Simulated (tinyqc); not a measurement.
# Random telegraph noise from one oxide trap in a small MOSFET: effect of the temperature

An acceptor-like trap exchanges electrons with the channel. Inversion charge Q = Cox u, u = n Vt W0(exp((Vg - VT)/(n Vt))), W0 the Lambert function, n = nf, Cox = eps0 eox/tox; linear regime Id = (W/L) mu Q Vd. Relative to threshold the surface potential rises by Vt ln(u/u0) and the oxide voltage by the rest of Vg - VT, with u0 = n Vt W0(1).

N = Cox u/q; dpsi = Vt ln(u/u0); E = E0 - dpsi - (xt/tox)(Vg - VT - dpsi); capture time tc = 1/[(N/zi) vth s0 exp(-xt/lt - EB/Vt)]; emission time te = tc exp(-E/Vt); occupancy te/(tc + te). A = W L; threshold step dV = q (1 - xt/tox)/(Cox A); gm/Id = 1/(u + n Vt); relative step dI/I = (gm/Id) dV + asc mu/A. fc = (1/tc + 1/te)/(2 pi); rms = (dI/I) sqrt(tc te)/(tc + te). VT, nf, vth and mu are held fixed.

Parameters, values chosen for the exercise; values of the order met in silicon transistors:
```
symbol  value        unit                                                                 meaning
eox       3.9              relative permittivity of the gate insulator (close to silicon dioxide)
tox       1.5          nm                                                     insulator thickness
xt       0.67          nm                            depth of the trap from the channel interface
E0       0.12          eV                   trap level above the channel Fermi level at threshold
s0      2e-17        cm^2                                                       capture prefactor
EB        0.3          eV                                    capture barrier (lattice relaxation)
lt       0.16          nm                                                 tunnelling decay length
vth     1.3e7        cm/s                                                        thermal velocity
zi        2.6          nm                                        thickness of the inversion layer
VT       0.31           V                                                       threshold voltage
nf       1.08                                                                         body factor
W          77          nm                                                              gate width
L         170          nm                                                             gate length
mu        380  cm^2/(V s)                                                                mobility
asc         0         V s                              scattering coefficient of the charged trap
Vd       0.05           V                                                           drain voltage
Vg       0.58           V                                                            gate voltage
```

Constants: q = 1.602176634e-19 C, kB = 1.380649e-23 J/K, Vt = kB T/q, eps0 = 8.8541878128e-14 F/cm where lengths are in cm. Results are converted to the units shown.

Effect of the temperature:

| T (K) | E (eV) | tc (s) | te (s) | occupancy | dI/I (%) | fc (Hz) | rms dI/I (%) |
|---|---|---|---|---|---|---|---|
| 180 | -0.02781 | 5.081 | 30.53 | 0.8573 | 0.1210 | 0.03653 | 0.04232 |
| 210 | -0.03063 | 0.3263 | 1.773 | 0.8446 | 0.1216 | 0.5775 | 0.04404 |
| 240 | -0.03322 | 0.04173 | 0.2079 | 0.8329 | 0.1219 | 4.579 | 0.04548 |
| 270 | -0.03559 | 0.008445 | 0.03899 | 0.8220 | 0.1220 | 22.93 | 0.04668 |
| 300 | -0.03780 | 0.002356 | 0.01016 | 0.8118 | 0.1220 | 83.22 | 0.04768 |
| 330 | -0.03984 | 8.296e-4 | 0.003367 | 0.8023 | 0.1218 | 239.1 | 0.04850 |
| 360 | -0.04174 | 3.479e-4 | 0.001336 | 0.7934 | 0.1215 | 576.6 | 0.04918 |
| 390 | -0.04351 | 1.668e-4 | 6.089e-4 | 0.7849 | 0.1210 | 1215 | 0.04972 |

As T goes from 180 to 390, tc falls from 5.08 to 1.67e-4 s, te falls from 30.5 to 6.09e-4 s and dI/I goes from 0.121 through a maximum of 0.122 (at T = 270 among the rows listed) to 0.121 %. Activation energies over the table: 0.297 eV for capture (EB = 0.3 eV, altered by the change of N) and 0.312 eV for emission.

Range of the model: VT is taken as given; short-channel effects and the uneven flow of current among few electrons are left out.

Computed by the program tinyqc: `OMP_NUM_THREADS=1 python tinyqc.py 2710125 2710126 out.jsonl`, one thread of a shared Intel Xeon 2.30GHz, about 0.01 s for the whole run.
